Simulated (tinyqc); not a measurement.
Undoped symmetric double-gate MOSFET, analytic potential model: two steps of the calculation.

An undoped body of thickness ts between two equal insulators and tied gates; long channel, electrons only, n = ni exp((psi - V)/Vt) with V the quasi-Fermi potential (0 at the source, Vd at the drain), constant mobility, no quantisation. Across the body psi(x) = V - 2 Vt ln[(ts/(2 beta)) sqrt(q ni/(2 eps0 eps_r Vt)) cos(2 beta x/ts)], x from the centre. Q is the electron charge per area of the whole body.

Parameters, values chosen for the exercise; material values those of a made-up semiconductor:
```
symbol,value,unit,meaning
T,300,K,temperature
Eg,1.1,eV,band gap
eps_r,13.4,,relative permittivity of the semiconductor
Nc,3.42e19,cm^-3,conduction-band density of states at T
Nv,3.29e19,cm^-3,valence-band density of states at T
eox,7.48,,relative permittivity of the gate insulator
tox,1.9,nm,insulator thickness
ts,15,nm,body thickness
dphi,-0.1,V,gate work function less that of the intrinsic body
```

Constants: q = 1.602176634e-19 C, kB = 1.380649e-23 J/K, Vt = kB T/q, eps0 = 8.8541878128e-14 F/cm where lengths are in cm. Results are converted to the units shown.

Task 1. Constants of the body. ni = sqrt(Nc Nv) exp(-Eg/(2 Vt)), Eg in volts; r = eps_r tox/(eox ts); V0 = dphi + 2 Vt ln[(2/ts) sqrt(2 eps0 eps_r Vt/(q ni))].

Give: ni; r; V0.

Result 1.

ni = 1.932e10 cm^-3
r = 0.2269
V0 = 0.3492 V

Task 2. Potential and electron density across the body at the source. psi(x) as above with V = 0 and beta = beta_s; n = ni exp(psi/Vt).

| point | x/ts |
|---|---|
| 0 | 0 |
| 1 | 0.1 |
| 2 | 0.2 |
| 3 | 0.3 |
| 4 | 0.4 |
| 5 | 0.45 |
| 6 | 0.5 |

beta_s = 1.4969936
ni = 1.9320469e10 cm^-3

Wanted: psi; n.

Result 2.

| point | psi (V) | n (cm^-3) |
|---|---|---|
| 0 | 0.47010 | 1.5254e18 |
| 1 | 0.47245 | 1.6707e18 |
| 2 | 0.47998 | 2.2357e18 |
| 3 | 0.49457 | 3.9299e18 |
| 4 | 0.52227 | 1.1475e19 |
| 5 | 0.54800 | 3.1050e19 |
| 6 | 0.60491 | 2.8056e20 |

The density at the surface is 184 times that at the centre (1/cos^2 beta). It reaches 8.2 Nc, where Boltzmann statistics overestimate it.

Computed by the program tinyqc: `OMP_NUM_THREADS=1 python tinyqc.py 2440124 2440125 out.jsonl`, one thread of a shared Intel Xeon 2.30GHz, about 0.01 s for the whole run.
